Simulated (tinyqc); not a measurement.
Temperatures in a stack of 4 dies with leakage feedback: one step of the calculation.

One-dimensional heat flow to a sink below die 0. The power of each die is released in a plane at its top; from the plane of die j > 0 heat crosses its silicon (ts), a bond layer and the wiring of die j - 1; from die 0 it crosses t0, paste and sink. Copper shares the path through bond and wiring in parallel: k_eff = fm km + (1 - fm) k. Silicon is taken at the temperature of the plane above it. Leakage is P_l exp((T - 350 K)/Tl).

Problem. Resistances per area at 300 K. R = thickness/conductivity for each layer.

Values chosen for this exercise; conductivities of the order met in silicon, wiring layers, bonds and pastes:
```
symbol  value      unit                                       meaning
k0        140   W/(m K)              conductivity of silicon at 300 K
ts         50        um                    thickness of a thinned die
t0        300        um         thickness of the die next to the sink
tb          7        um                thickness of the wiring layers
kb        3.7   W/(m K)             conductivity of the wiring layers
tg          1        um                     thickness of a bond layer
kg        0.9   W/(m K)           conductivity of the bond dielectric
fm       0.01            area share of copper through bond and wiring
km        390   W/(m K)                        conductivity of copper
Rt       0.13  K cm^2/W                                 paste and lid
Rs       0.81  K cm^2/W                                     heat sink
```

Give: thick die; thinned die; k_eff of the bond; k_eff of the wiring; bond plus wiring; paste plus sink.

Solution.

thick die = 0.021429 K cm^2/W
thinned die = 0.0035714 K cm^2/W
k_eff of the bond = 4.7910 W/(m K)
k_eff of the wiring = 7.5630 W/(m K)
bond plus wiring = 0.011343 K cm^2/W
paste plus sink = 0.94000 K cm^2/W

Computed by the program tinyqc: `OMP_NUM_THREADS=1 python tinyqc.py 2162230 2162231 out.jsonl`, one thread of a shared Intel Xeon 2.30GHz, about 0.04 s for the whole run.
